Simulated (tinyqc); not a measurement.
Worked calculation: single-band model of a thermoelectric material. Computed by tinyqc, a small Python program that keeps every step. Command: `OMP_NUM_THREADS=1 python tinyqc.py 3025629 3025630 out.jsonl thermo walk`. One thread of a shared host (Intel(R) Xeon(R) Processor @ 2.30GHz), about 0.01 s of CPU time with the checks. Intermediate numbers are printed to about 6 digits and carried at full precision; extremes and crossings named in words are read from the listed rows.

One spherical band, one scattering law, no minority carriers and no phonon drag. In a real material minority carriers limit |S| to about E_g/(2 e T), so larger values are formal. eta = E_F/(k_B T) is counted from the band edge; f = 1/(1 + exp(x - eta)).

Inputs (values chosen for the exercise, for a model material):
```
quantity,value,unit
density-of-states mass m,0.26,m_0
mobility parameter mu_300,1100,cm^2/(V s)
temperature exponent p,1,-
lattice thermal conductivity kappa_L,0.97,W/(m K)
carrier density n,1.4e+19,1/cm^3
temperature T,660,K
```

Band: parabolic. Scattering: constant relaxation time, r = 0.

Constants: m_0 = 9.1093837015e-31 kg; k_B = 1.380649e-23 J/K; hbar = 1.054571817e-34 J s; k_B = 8.617333262e-05 eV/K; e = 1.602176634e-19 C.

## Fermi level

With x = E/(k_B T), a = alpha k_B T (0 for a parabolic band), G = x (1 + a x), D = 1 + 2 a x and <y> = int y f (1 - f) dx, f = 1/(1 + exp(x - eta)): tau = tau_0 G^r/D; transport function s = G^(3/2 + r)/D^2; n = N_0 <G^(3/2)> with N_0 = (2 m k_B T)^(3/2)/(3 pi^2 hbar^3). Integrals over x = E/(k_B T) use 160 Gauss-Legendre points in u = sqrt(x) from 0 to sqrt(max(eta, 0) + 32). Solve for eta.

N_0 = 8.16639e+18 1/cm^3

reduced Fermi level eta = 0.702372

## Transport integrals

The formulas are those given above.

<s> = 1.71434

<x s> = 5.24039

<x^2 s> = 20.5221

<G^(3/2)> = 1.71434

<G^(3/2 + 2r)/D^4> = 1.71434

## Coefficients

sigma = e mu_0 N_0 <s> with mu_0 = e tau_0/m = mu_300 (T/300 K)^(-p); |S| = (k_B/e)(<x s>/<s> - eta); Lorenz number L = (k_B/e)^2 (<x^2 s>/<s> - (<x s>/<s>)^2); kappa_e = L sigma T; zT = S^2 sigma T/(kappa_L + kappa_e). Hall factor r_H = <G^(3/2)> <G^(3/2 + 2r)/D^4>/<s>^2; drift mobility sigma/(n e) with n = N_0 <G^(3/2)>; power factor S^2 sigma.

conductivity sigma = 1121.52 S/cm

Seebeck coefficient |S| = 202.888 microvolt/K

Lorenz number L = 1.95067 1e-8 V^2/K^2

drift mobility = 500 cm^2/(V s)

Hall factor r_H = 1

power factor = 46.1659 microwatt/(cm K^2)

kappa_e = 1.44390 W/(m K)

zT = 1.26225

L is 80 % of the degenerate value pi^2/3 (k_B/e)^2 = 2.443; the classical limit for this r is (r + 5/2)(k_B/e)^2 = 1.856. The charge carriers transport 60 % of the heat.

## Limiting formulas for the Seebeck coefficient

Classical: |S| = (k_B/e)[r + 5/2 - ln(n/N_c)], N_c = (3 sqrt(pi)/4) N_0. Degenerate (Mott): |S| = (pi^2/3)(k_B/e)(r + 3/2)/eta_F, eta_F = (n/N_0)^(2/3).

Seebeck coefficients:
```
formula,|S| (microvolt/K),deviation (%)
full integral,202.888,0.0000
classical,193.515,-4.6196
degenerate,296.877,46.3258
```

At eta = 0.70 the classical formula is the closer one, off by 4.6 %; the other is out of its range.

## Best doping

Quality factor B = (k_B/e)^2 e mu_0 N_0 T/kappa_L; zT and the power factor are maximised over eta between -8 and 30.

quality factor B = 0.330543

eta of the largest zT = -0.394259

density of the largest zT = 6.02405e+18 1/cm^3

largest zT = 1.47771

|S| at the largest zT = 270.326 microvolt/K

eta of the largest power factor = 2.47390

density of the largest power factor = 3.86862e+19 1/cm^3

largest power factor = 52.3010 microwatt/(cm K^2)

The sample is overdoped by a factor 2.32 and reaches 85 % of the best zT. zT peaks at a density 6.42 times lower than the power factor, because kappa_e grows with n.

## Against the Fermi level

The formulas are those given above.

The same material at other dopings:
```
eta,n (1/cm^3),|S| (microvolt/K),sigma (S/cm),power factor (microwatt/(cm K^2)),zT
-4,1.97558e+17,560.819,1.58261e+01,4.9776,0.33204
-3,5.31220e+17,475.815,4.25554e+01,9.6345,0.62204
-2,1.40365e+18,392.692,1.12445e+02,17.3398,1.03236
-1,3.55851e+18,314.015,2.85068e+02,28.1092,1.40101
0,8.30636e+18,244.167,6.65413e+02,39.6703,1.44573
1,1.71050e+19,187.590,1.37026e+03,48.2197,1.15707
2,3.06541e+19,145.450,2.45566e+03,51.9512,0.80246
4,7.06890e+19,94.026,5.66281e+03,50.0644,0.36311
6,1.24263e+20,67.131,9.95458e+03,44.8610,0.18620
10,2.61461e+20,41.741,2.09453e+04,36.4930,0.07149
```

|S| falls and sigma rises with eta, so their product S^2 sigma peaks: among these rows at eta = 2, and zT at eta = 0, where |S| = 244 microvolt/K. zT stays above 90 % of its best row from n = 3.6e18 to 8.3e18 per cm^3.

Checks made by the program: |S| against (k_B/e)[(r + 5/2) F_(r+3/2)/((r + 3/2) F_(r+1/2)) - eta] by adaptive quadrature (relative difference below 1e-10).
